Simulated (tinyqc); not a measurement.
Resistance of a source-drain extension with a graded tip: one step of the calculation.

y runs along the channel, the gate covers y > 0. The doping is N0 for y < y0 and N0 10^(-(y - y0)/la) beyond, uniform over the depth xj. Sheet conductance s(y) = q mu(N) max(N - Nch, 0) xj + (for y > 0) ma Cox Vo, with mu(N) = u0 + (u1 - u0)/(1 + (N/Nr)^au) and Cox = eps0 eox/tox. Current is taken as one-dimensional; depletion of the tip, spreading and the contact are left out. The metallurgical junction lies at yj, where N = Nch.

Task. Sheet resistances and junction position. yj = y0 + la log10(N0/Nch); sheet resistance of the full extension 1/[q mu(N0)(N0 - Nch) xj] and of the gate-induced layer 1/(ma Cox Vo); metallurgical length Lg - 2 yj; ye is where the doped and the gate-induced conductances are equal.

Inputs (values chosen for the exercise); mobility law close to that of electrons in silicon: relative permittivity of the gate insulator (close to aluminium oxide) eox = 9.1; insulator thickness tox = 2.8 nm; active doping of the extension far from the gate N0 = 1e20 cm^-3; lateral abruptness la = 5.5 nm/decade; position under the gate where the fall begins (gate edge at 0) y0 = 1.4 nm; depth of the extension xj = 17 nm; channel doping Nch = 5.3e17 cm^-3; gate overdrive Vo = 0.84 V; mobility of the gate-induced layer ma = 110 cm^2/(V s); mobility at low doping u1 = 1414 cm^2/(V s); mobility at high doping u0 = 68.5 cm^2/(V s); reference doping Nr = 9.2e16 cm^-3; exponent au = 0.711; gate length Lg = 40 nm.

Constants: q = 1.602176634e-19 C, eps0 = 8.8541878128e-14 F/cm where lengths are in cm. Results are converted to the units shown.

Wanted: yj; sheet resistance of the extension; sheet resistance of the induced layer; metallurgical length; ye; N at ye.

Result.

yj = 13.916 nm
sheet resistance of the extension = 474.60 ohm/square
sheet resistance of the induced layer = 3760.9 ohm/square
metallurgical length = 12.167 nm
ye = 7.2323 nm
N at ye = 8.7011e18 cm^-3

The gate takes over 6.68 nm before the junction, where N is still 16.4 times the channel doping.

Numbers from tinyqc (`OMP_NUM_THREADS=1 python tinyqc.py 2282174 2282175 out.jsonl`; about 0.03 s on one thread of a shared Intel Xeon 2.30GHz).
